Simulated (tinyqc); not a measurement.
Admittance spectroscopy of a deep trap: one step of the calculation.

Schottky contact on an n-type layer with shallow donors Nd (all ionised) and a donor-like deep trap, neutral when filled and positive when empty; depletion approximation. Traps within lam of the depletion edge stay filled. The traps at xt = W - lam, where the level crosses the Fermi level, follow a slow signal and not a fast one. w = 2 pi f.

Question. Admittance at the signal frequency. Emission rate en = sn vth(T) Nc(T) exp(-Et/kB T) = sn g T^2 exp(-Et/kB T), g = vth Nc/(300 K)^2, as vth goes as T^0.5 and Nc as T^1.5 (degeneracy factor 1). Inflection frequency w0 = 2 en [1 + Nt xt/(Nd W)]; C = C_HF + (C_LF - C_HF)/(1 + (w/w0)^2), G/w = (C_LF - C_HF)(w/w0)/(1 + (w/w0)^2).

Values chosen for this exercise; material values close to those of silicon: conduction-band density of states at 300 K Nc = 2.78e19 cm^-3; thermal velocity at 300 K vth = 2.3e7 cm/s; shallow donor density Nd = 1.6e15 cm^-3; depth of the trap below the conduction edge Et = 0.33 eV; capture cross-section sn = 3.8e-15 cm^2; trap density Nt = 8.6e14 cm^-3; signal frequency f = 1500 Hz; temperature T = 201 K.

Constants: q = 1.602176634e-19 C, kB = 1.380649e-23 J/K. Results are converted to the units shown.

W = 685.21583 nm
xt = 311.53528 nm
C_HF = 15.247665 nF/cm^2
C_LF = 18.839393 nF/cm^2

Find: en; w0/(2 pi); C; G/w.

Answer.

en = 5800.2 1/s
w0/(2 pi) = 2297.4 Hz
C = 17.766 nF/cm^2
G/w = 1.6442 nF/cm^2

The signal lies near the inflection, where the loss is largest.

tinyqc, about 0.01 s, one thread, Intel Xeon 2.30GHz (shared host): `OMP_NUM_THREADS=1 python tinyqc.py 2050036 2050037 out.jsonl`
